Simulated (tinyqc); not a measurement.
Exchange-only LDA atom on a uniform radial grid, spin-unpolarised, for C(2+), step by step. Computed by tinyqc, a small Python program that keeps every step. Settings: Z = 6, points = 64, R = 9.0, functional = Slater exchange alone, mixing = 0.4, iteration cap = 78. Command: `OMP_NUM_THREADS=1 python tinyqc.py 30778 30779 out.jsonl` (the two numbers bound the seeds that draw the settings). One thread of a shared host (Intel(R) Xeon(R) Processor @ 2.60GHz), about 0.04 s of CPU time with the checks. Later iterations appear only in the table of the cycle.

## Iteration 1

Spherical atom on a uniform radial grid r_j = j h with h = R/(N + 1), h sum u^2 = 1 and integrals as h times sums, u(0) = u(R) = 0 (atomic units):
```
parameter           value
Z                       6
points N               64
R                9.000000
h                0.138462
mixing           0.400000
electrons in 1s         2
electrons in 2s         2
```

Three-point differences turn -u''/2 + [l(l+1)/2r^2 - Z/r + V] u = e u into a tridiagonal matrix (diagonal 1/h^2 + potential, off-diagonal -1/2h^2). D = sum f u^2; the Hartree potential y/r solves y'' = -D/r with y(0) = 0, y(R) = N_e; v_xc comes from rho = D/(4 pi r^2); E = sum f e - int D V + int D (V_H/2 + eps_xc); V(new) = V + mixing (V_H + v_xc - V).

eigenvalues (hartree): 1s -15.651709, 2s -4.321021

Every 4th grid point:
```
r             V in     u(1s)      u(2s)         D       V_H       v_xc
0.553846  0.000000  0.692567  -0.635275  1.766445  5.727151  -0.759209
1.107692  0.000000  0.067188  -0.976169  1.914840  3.469481  -0.491306
1.661538  0.000000  0.004889  -0.506146  0.512416  2.396584  -0.241613
2.215385  0.000000  0.000316  -0.190975  0.072943  1.804848  -0.104140
2.769231  0.000000  0.000019  -0.061528  0.007571  1.444403  -0.042177
3.323077  0.000000  1.12e-06  -0.018024  0.000650  1.203701  -0.016474
3.876923  0.000000  6.31e-08  -0.004954  0.000049  1.031746  -0.006284
4.430769  0.000000  3.50e-09  -0.001301  3.38e-06  0.902778  -0.002357
4.984615  0.000000  1.91e-10  -0.000330  2.18e-07  0.802469  -0.000873
5.538462  0.000000  1.03e-11  -0.000081  1.33e-08  0.722222  -0.000320
6.092308  0.000000         0  -0.000020  7.75e-10  0.656566  -0.000117
6.646154  0.000000         0  -4.67e-06  4.37e-11  0.601852  -0.000042
7.200000  0.000000         0  -1.09e-06         0  0.555556  -0.000015
7.753846  0.000000         0  -2.52e-07         0  0.515873   0.000000
8.307692  0.000000         0  -5.63e-08         0  0.481481   0.000000
8.861538  0.000000         0  -6.86e-09         0  0.451389   0.000000
```

total energy = -30.25695557 hartree

## Iteration 2

As before.

eigenvalues (hartree): 1s -12.710901, 2s -2.942969

Every 4th grid point:
```
r             V in     u(1s)      u(2s)         D       V_H       v_xc
0.553846  1.987177  0.742134  -0.483669  1.569398  5.509048  -0.729859
1.107692  1.191270  0.087851  -0.968655  1.892021  3.391369  -0.489346
1.661538  0.861988  0.008021  -0.622863  0.776046  2.382497  -0.277466
2.215385  0.680283  0.000660  -0.293867  0.172717  1.803040  -0.138803
2.769231  0.560890  0.000051  -0.119400  0.028512  1.444209  -0.065618
3.323077  0.474891  3.86e-06  -0.044428  0.003948  1.203683  -0.030062
3.876923  0.410185  2.83e-07  -0.015601  0.000487  1.031744  -0.013501
4.430769  0.360168  2.04e-08  -0.005258  0.000055  0.902778  -0.005981
4.984615  0.320638  1.45e-09  -0.001718  0.000006  0.802469  -0.002623
5.538462  0.288761  1.03e-10  -0.000548  6.01e-07  0.722222  -0.001142
6.092308  0.262580         0  -0.000172  5.88e-08  0.656566  -0.000494
6.646154  0.240724         0  -0.000053  5.58e-09  0.601852  -0.000213
7.200000  0.222216         0  -0.000016  5.16e-10  0.555556  -0.000091
7.753846  0.206349         0  -4.81e-06  4.63e-11  0.515873  -0.000039
8.307692  0.192593         0  -1.37e-06         0  0.481481  -0.000016
8.861538  0.180556         0  -1.94e-07         0  0.451389   0.000000
```

total energy = -30.90251989 hartree

## Iteration 3

As before.

eigenvalues (hartree): 1s -11.121128, 2s -2.216323

Every 4th grid point:
```
r             V in     u(1s)      u(2s)         D       V_H       v_xc
0.553846  3.103982  0.769190  -0.397111  1.498703  5.368754  -0.718731
1.107692  1.875571  0.101723  -0.937839  1.779778  3.328842  -0.479472
1.661538  1.359205  0.010569  -0.684542  0.937419  2.367096  -0.295500
2.215385  1.073865  0.000999  -0.368868  0.272129  1.800284  -0.161515
2.769231  0.887970  0.000090  -0.172173  0.059287  1.443794  -0.083753
3.323077  0.754383  0.000008  -0.073959  0.010940  1.203627  -0.042225
3.876923  0.653408  6.67e-07  -0.030105  0.001813  1.031737  -0.020927
4.430769  0.574819  5.61e-08  -0.011801  0.000279  0.902777  -0.010254
4.984615  0.512321  4.67e-09  -0.004498  0.000040  0.802469  -0.004983
5.538462  0.461689  3.85e-10  -0.001678  0.000006  0.722222  -0.002407
6.092308  0.419976  3.16e-11  -0.000615  7.56e-07  0.656566  -0.001157
6.646154  0.385090         0  -0.000222  9.88e-08  0.601852  -0.000554
7.200000  0.355515         0  -0.000079  1.26e-08  0.555556  -0.000264
7.753846  0.330143         0  -0.000028  1.55e-09  0.515873  -0.000125
8.307692  0.308142         0  -0.000009  1.67e-10  0.481481  -0.000057
8.861538  0.288889         0  -1.40e-06         0  0.451389  -0.000016
```

total energy = -31.12420863 hartree

## Convergence

Stop when input and output potentials agree to 1e-7.

Course of the cycle (hartree):
```
iteration             E       e(1s)      e(2s)  largest |V(out) - V(in)|
1          -30.25695557  -15.651709  -4.321021                  9.07e+00
2          -30.90251989  -12.710901  -2.942969                  4.90e+00
3          -31.12420863  -11.121128  -2.216323                  2.62e+00
4          -31.19557439  -10.266621  -1.825914                  1.38e+00
5          -31.21744737   -9.809635  -1.613097                  7.27e-01
6          -31.22392688   -9.566134  -1.495877                  3.81e-01
7          -31.22580610   -9.436663  -1.430833                  1.99e-01
8          -31.22634491   -9.367881  -1.394539                  1.04e-01
9          -31.22649868   -9.331336  -1.374196                  5.40e-02
10         -31.22654256   -9.311904  -1.362748                  2.82e-02
11         -31.22655511   -9.301560  -1.356283                  1.47e-02
...                 ...         ...        ...                       ...
23         -31.22656021   -9.289690  -1.347763                  1.51e-05
24         -31.22656021   -9.289686  -1.347758                  8.77e-06
25         -31.22656021   -9.289684  -1.347755                  5.10e-06
26         -31.22656021   -9.289683  -1.347753                  2.97e-06
27         -31.22656021   -9.289683  -1.347752                  1.74e-06
28         -31.22656021   -9.289682  -1.347751                  1.01e-06
29         -31.22656021   -9.289682  -1.347751                  5.93e-07
30         -31.22656021   -9.289682  -1.347751                  3.47e-07
31         -31.22656021   -9.289682  -1.347751                  2.03e-07
32         -31.22656021   -9.289682  -1.347751                  1.19e-07
33         -31.22656021   -9.289682  -1.347751                  7.00e-08
```

Converged in 33 iterations. A uniform grid resolves the cusp poorly: for a bare nucleus this grid gives 1s at -15.65171 against -Z^2/2 = -18 hartree. Before convergence this energy mixes input and output and is not variational, so it may rise towards its limit.
